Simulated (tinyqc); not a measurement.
Lossy on-chip transmission line with skin effect: one step of the calculation.

A uniform line in a homogeneous dielectric: c = sqrt(er)/(c0 Z0), l = Z0 sqrt(er)/c0 (c0 = 299792458 m/s), g = w c td, w = 2 pi f. The resistance joins its limits as r = sqrt(r_dc^2 + r_hf^2), with r_dc = rho/(wd th), r_hf = kr rho/(2 delta (wd + th)), delta = sqrt(rho/(pi f mu0)), mu0 = 4 pi 1e-7 H/m; this is an interpolation, and internal inductance, up to 0.05 nH/mm at low frequency, is neglected.

Problem. Propagation constant and impedance. gamma = sqrt((r + i w l)(g + i w c)) = alpha + i beta, Zc = sqrt((r + i w l)/(g + i w c)), roots with positive real part; loss 8.685889638 alpha in dB; phase velocity w/beta.

Inputs (values chosen for the exercise):
```
symbol  value  unit    meaning
len      0.62    mm     length
f         9.3   GHz  frequency
```

r = 8.4557124 ohm/mm
l = 0.30762134 nH/mm
c = 151.91177 pF/m
g = 0.088767552 S/m

Find: gamma len; Zc; loss; phase velocity over c0; r/(w l).

Solution.

gamma len = 0.0580+0.2538i
Zc = 46.22-10.09i ohm
loss = 0.8132 dB/mm
phase velocity over c0 = 0.4761
r/(w l) = 0.4704

Numbers from tinyqc (`OMP_NUM_THREADS=1 python tinyqc.py 2810116 2810117 out.jsonl`; about 0.01 s on one thread of a shared Intel Xeon 2.30GHz).
